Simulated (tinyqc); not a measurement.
Worked calculation: Pariser-Parr-Pople SCF with singles CI, for the molecule NC1=CC2=CC=CC2=C1 (SMILES; centres numbered as the heavy atoms are written). Computed by tinyqc, a small Python program that keeps every step. Settings: charge = 0, gamma = Ohno, start = huckel, damping = 0.3, iteration cap = 87, excitations kept = 4. Command: `OMP_NUM_THREADS=1 python tinyqc.py 31970 31971 out.jsonl` (the two numbers bound the seeds that draw the settings). One thread of a shared host (Intel(R) Xeon(R) Processor @ 2.60GHz), about 0.02 s of CPU time with the checks. Later iterations appear only in the table of the cycle.

## PPP integrals

Centres (angstrom, eV; a flat drawing with bonds scaled to 1.40 angstrom):

| centre | x | y | core charge z | W | gamma_rr |
|---|---|---|---|---|---|
| 1N | -3.1590 | 0.0000 | 2 | 25.4500 | 15.8200 |
| 2C | -1.7590 | 0.0000 | 1 | 10.5700 | 11.9500 |
| 3C | -0.9370 | -1.1330 | 1 | 10.5700 | 11.9500 |
| 4C | 0.3950 | -0.7000 | 1 | 10.5700 | 11.9500 |
| 5C | 1.7260 | -1.1330 | 1 | 10.5700 | 11.9500 |
| 6C | 2.5490 | 0.0000 | 1 | 10.5700 | 11.9500 |
| 7C | 1.7260 | 1.1330 | 1 | 10.5700 | 11.9500 |
| 8C | 0.3950 | 0.7000 | 1 | 10.5700 | 11.9500 |
| 9C | -0.9370 | 1.1330 | 1 | 10.5700 | 11.9500 |

Resonance integrals (eV):

| i | j | beta |
|---|---|---|
| 1 | 2 | -2.1400 |
| 2 | 3 | -2.3900 |
| 3 | 4 | -2.3900 |
| 4 | 5 | -2.3900 |
| 5 | 6 | -2.3900 |
| 6 | 7 | -2.3900 |
| 7 | 8 | -2.3900 |
| 8 | 9 | -2.3900 |
| 9 | 2 | -2.3900 |
| 8 | 4 | -2.3900 |

Ohno: gamma = 14.399645/sqrt(R^2 + a^2), a = 2 x 14.399645/(gamma_rr + gamma_ss); H_rr = -W_r - sum_(s != r) z_s gamma_rs; H_rs = beta for bonds.

repulsion gamma_rs (eV), lower triangle:
```
         1N       2C       3C       4C       5C       6C       7C       8C
1N  15.8200
2C   8.2649  11.9500
3C   5.3308   7.7963  11.9500
4C   3.8218   5.6128   7.7936  11.9500
5C   2.8120   3.7328   4.9264   7.7966  11.9500
6C   2.4821   3.2190   3.7319   5.6128   7.7944  11.9500
7C   2.8120   3.7328   3.8935   5.6121   5.6107   7.7944  11.9500
8C   3.8218   5.6128   5.6110   7.7956   5.6121   5.6128   7.7966  11.9500
9C   5.3308   7.7963   5.6107   5.6110   3.8935   3.7319   4.9264   7.7936

         9C
9C  11.9500
```

core matrix H (eV), lower triangle:
```
          1N        2C        3C        4C        5C        6C        7C        8C
1N  -60.1261
2C   -2.1400  -64.6026
3C    0.0000   -2.3900  -60.5950
4C    0.0000    0.0000   -2.3900  -64.0480
5C    0.0000    0.0000    0.0000   -2.3900  -55.5605
6C    0.0000    0.0000    0.0000    0.0000   -2.3900  -53.0315
7C    0.0000    0.0000    0.0000    0.0000    0.0000   -2.3900  -55.5605
8C    0.0000    0.0000    0.0000   -2.3900    0.0000    0.0000   -2.3900  -64.0480
9C    0.0000   -2.3900    0.0000    0.0000    0.0000    0.0000    0.0000   -2.3900

          9C
9C  -60.5950
```

## Starting guess

pi electrons, sum of z_r less the charge = 10

Orbitals of the Hueckel matrix of the beta values.

P at the start, lower triangle:
```
         1N       2C       3C       4C       5C       6C       7C      8C
1N   0.6097
2C   0.7242   1.0453
3C   0.1950   0.4747   1.2253
4C  -0.2992  -0.0868   0.6382   1.0913
5C   0.0265  -0.0461  -0.1923   0.5227   1.3170
6C   0.2580   0.0593  -0.1616  -0.1105   0.6508   1.0779
7C   0.0265  -0.0461   0.1410  -0.1440  -0.3496   0.6508   1.3170
8C  -0.2992  -0.0868  -0.0285   0.4246  -0.1440  -0.1105   0.5227  1.0913
9C   0.1950   0.4747  -0.4414  -0.0285   0.1410  -0.1616  -0.1923  0.6382

        9C
9C  1.2253
```

## Iteration 1: Fock matrix

F_rr = H_rr + P_rr gamma_rr / 2 + sum_(s != r) P_ss gamma_rs; F_rs = H_rs - P_rs gamma_rs / 2; E = tr P (H + F) / 2 + core repulsion sum_(r<s) z_r z_s gamma_rs.

F (eV), lower triangle:
```
          1N       2C       3C       4C       5C       6C       7C       8C
1N  -15.1775
2C   -5.1329  -8.6606
3C   -0.5198  -4.2403  -4.7333
4C    0.5718   0.2435  -4.8770  -0.6896
5C   -0.0373   0.0860   0.4737  -4.4277  -0.8446
6C   -0.3202  -0.0954   0.3015   0.3102  -4.9265   0.2134
7C   -0.0373   0.0860  -0.2745   0.4040   0.9809  -4.9265  -0.8446
8C    0.5718   0.2435   0.0798  -4.0451   0.4040   0.3102  -4.4277  -0.6896
9C   -0.5198  -4.2403   1.2383   0.0798  -0.2745   0.3015   0.4737  -4.8770

         9C
9C  -4.7333
```

pi energy = -125.6160 eV

## Iteration 1: orbitals and new P

Diagonalise F (the basis is taken as orthonormal) and form P = 2 sum c c over the lowest orbitals; 0.3 of the old P is kept.

orbital energies (eV): -18.9307  -11.3445  -8.4174  -8.0644  -4.2855  -3.8620  2.8154  7.8379  8.0916

P after iteration 1, lower triangle:
```
         1N       2C       3C       4C       5C       6C      7C      8C
1N   1.5761
2C   0.2595   1.4491
3C   0.0074   0.4639   1.1875
4C  -0.0602  -0.2184   0.7096   0.9917
5C   0.0119  -0.0183   0.0636   0.3530   0.7831
6C   0.0519   0.1509  -0.1745  -0.0976   0.6594   1.0501
7C   0.0119  -0.0183  -0.1226  -0.0003   0.2032   0.6594  0.7831
8C  -0.0602  -0.2184  -0.0399   0.4975  -0.0003  -0.0976  0.3530  0.9917
9C   0.0074   0.4639  -0.3384  -0.0399  -0.1226  -0.1745  0.0636  0.7096

        9C
9C  1.1875
```

## Iteration 2: Fock matrix

As before.

F (eV), lower triangle:
```
         1N       2C       3C       4C       5C       6C       7C       8C
1N  -8.4306
2C  -3.2124  -4.0421
3C  -0.0197  -4.1984  -3.0178
4C   0.1150   0.6129  -5.1550  -3.9218
5C  -0.0167   0.0342  -0.1568  -3.7661  -4.6901
6C  -0.0644  -0.2429   0.3256   0.2738  -4.9598  -5.9765
7C  -0.0167   0.0342   0.2387   0.0009  -0.5702  -4.9598  -4.6901
8C   0.1150   0.6129   0.1118  -4.3291   0.0009   0.2738  -3.7661  -3.9218
9C  -0.0197  -4.1984   0.9493   0.1118   0.2387   0.3256  -0.1568  -5.1550

         9C
9C  -3.0178
```

pi energy = -130.0658 eV

## Iteration 2: orbitals and new P

As before.

orbital energies (eV): -14.2479  -11.7500  -9.8294  -8.9039  -5.2408  -3.6903  2.0315  4.9145  5.0078

P after iteration 2, lower triangle:
```
         1N       2C       3C       4C       5C       6C      7C      8C
1N   1.8444
2C   0.1945   1.3496
3C  -0.0981   0.5633   0.9728
4C   0.0151  -0.2236   0.6320   1.1127
5C   0.0268  -0.0532   0.2369   0.4399   0.7467
6C  -0.0292   0.1714  -0.0984  -0.1701   0.6518   1.1417
7C   0.0268  -0.0532  -0.2761  -0.0680   0.2185   0.6518  0.7467
8C   0.0151  -0.2236  -0.1114   0.5086  -0.0680  -0.1701  0.4399  1.1127
9C  -0.0981   0.5633  -0.0749  -0.1114  -0.2761  -0.0984  0.2369  0.6320

        9C
9C  0.9728
```

## Iteration 3: Fock matrix

As before.

F (eV), lower triangle:
```
         1N       2C       3C       4C       5C       6C       7C       8C
1N  -8.4733
2C  -2.9439  -4.3866
3C   0.2614  -4.5858  -3.2089
4C  -0.0289   0.6275  -4.8527  -4.6417
5C  -0.0377   0.0992  -0.5834  -4.1048  -4.2869
6C   0.0362  -0.2759   0.1837   0.4773  -4.9301  -5.8962
7C  -0.0377   0.0992   0.5375   0.1907  -0.6129  -4.9301  -4.2869
8C  -0.0289   0.6275   0.3126  -4.3722   0.1907   0.4773  -4.1048  -4.6417
9C   0.2614  -4.5858   0.2100   0.3126   0.5375   0.1837  -0.5834  -4.8527

         9C
9C  -3.2089
```

pi energy = -133.3316 eV

## Iteration 3: orbitals and new P

As before.

orbital energies (eV): -14.3599  -11.8748  -9.8337  -9.5198  -6.5561  -2.4628  2.3351  4.6201  4.6205

P after iteration 3, lower triangle:
```
         1N       2C       3C       4C       5C       6C      7C      8C
1N   1.9138
2C   0.2044   1.2620
3C  -0.1461   0.6075   0.8817
4C   0.0398  -0.2138   0.5725   1.1749
5C   0.0309  -0.0630   0.2912   0.4928   0.7623
6C  -0.0505   0.1606  -0.0620  -0.2014   0.6473   1.1865
7C   0.0309  -0.0630  -0.3194  -0.1085   0.1863   0.6473  0.7623
8C   0.0398  -0.2138  -0.1417   0.5109  -0.1085  -0.2014  0.4928  1.1749
9C  -0.1461   0.6075   0.0676  -0.1417  -0.3194  -0.0620  0.2912  0.5725

        9C
9C  0.8817
```

## Convergence

Stop when output and input P, before any damping, agree to 1e-7.

Course of the cycle:

| iteration | E (eV) | largest \|P(out) - P(in)\| |
|---|---|---|
| 1 | -125.616042 | 1.38e+00 |
| 2 | -130.065790 | 3.83e-01 |
| 3 | -133.331553 | 2.04e-01 |
| 4 | -134.849877 | 9.19e-02 |
| 5 | -135.397506 | 4.02e-02 |
| 6 | -135.579655 | 1.75e-02 |
| 7 | -135.638437 | 7.67e-03 |
| 8 | -135.657189 | 4.56e-03 |
| 9 | -135.663152 | 2.70e-03 |
| 10 | -135.665051 | 1.60e-03 |
| 11 | -135.665660 | 9.53e-04 |
| ... | ... | ... |
| 23 | -135.665952 | 4.47e-06 |
| 24 | -135.665952 | 3.01e-06 |
| 25 | -135.665952 | 2.02e-06 |
| 26 | -135.665952 | 1.36e-06 |
| 27 | -135.665952 | 9.21e-07 |
| 28 | -135.665952 | 6.22e-07 |
| 29 | -135.665952 | 4.21e-07 |
| 30 | -135.665952 | 2.85e-07 |
| 31 | -135.665952 | 1.93e-07 |
| 32 | -135.665952 | 1.31e-07 |
| 33 | -135.665952 | 8.93e-08 |

Converged in 33 iterations.

## Converged orbitals

Charges are z - P_rr.

orbital energies (eV): -14.2078  -12.2516  -9.9419  -9.5672  -7.6546  -1.6465  3.0148  4.2457  4.7903

coefficients:
```
       MO1      MO2      MO3      MO4      MO5      MO6      MO7      MO8
1N  0.2115   0.5099   0.6070   0.0000   0.5354   0.0000   0.1506  -0.1322
2C  0.3893   0.5030   0.0279   0.0000  -0.4235   0.0000  -0.4669   0.4443
3C  0.3415   0.1807  -0.2245   0.4056  -0.2360  -0.4986   0.3264  -0.3716
4C  0.4183  -0.1796  -0.2863   0.4203   0.3845   0.0057   0.0269   0.2495
5C  0.2821  -0.3171   0.2226   0.3986  -0.0382   0.5014  -0.3869  -0.3452
6C  0.2478  -0.3951   0.5166   0.0000  -0.3522   0.0000   0.4953   0.3824
7C  0.2821  -0.3171   0.2226  -0.3986  -0.0382  -0.5014  -0.3869  -0.3452
8C  0.4183  -0.1796  -0.2863  -0.4203   0.3845  -0.0057   0.0269   0.2495
9C  0.3415   0.1807  -0.2245  -0.4056  -0.2360   0.4986   0.3264  -0.3716

        MO9
1N   0.0000
2C   0.0000
3C  -0.2948
4C   0.5686
5C  -0.2996
6C   0.0000
7C   0.2996
8C  -0.5686
9C   0.2948
```

pi charges: 1N 0.0803, 2C -0.1694, 3C 0.1603, 4C -0.2273, 5C 0.2200, 6C -0.2169, 7C 0.2200, 8C -0.2273, 9C 0.1603

## Singles CI, singlets

Over the 4 single excitations with the smallest orbital gaps: A = (e_a - e_i) delta + 2 (ia|jb) - (ij|ab), with (pq|rs) = sum c_mp c_mq gamma_mn c_nr c_ns. f = 2/3 w |mu|^2 in atomic units, mu = sqrt2 sum c_ia sum_m c_mi c_ma R_m.

singlet CI matrix (eV), lower triangle:
```
        5>6     4>6      3>6     2>6
5>6  0.7061
4>6  0.0000  4.1134
3>6  1.0166  0.0000   3.5651
2>6  0.3720  0.0000  -0.2020  5.9700
```

singlet excitation energies (eV): 0.3507  3.8868  4.1134  6.0037

oscillator strengths: 0.0006  0.1897  0.8251  0.3532

## Singles CI, triplets

Over the 4 single excitations with the smallest orbital gaps: A = (e_a - e_i) delta - (ij|ab), with (pq|rs) = sum c_mp c_mq gamma_mn c_nr c_ns.

triplet CI matrix (eV), lower triangle:
```
        5>6     4>6     3>6     2>6
5>6  0.3605
4>6  0.0000  1.2874
3>6  0.6885  0.0000  2.8346
2>6  0.6394  0.0000  0.6172  5.0004
```

triplet excitation energies (eV): 0.1357  1.2874  2.7654  5.2944
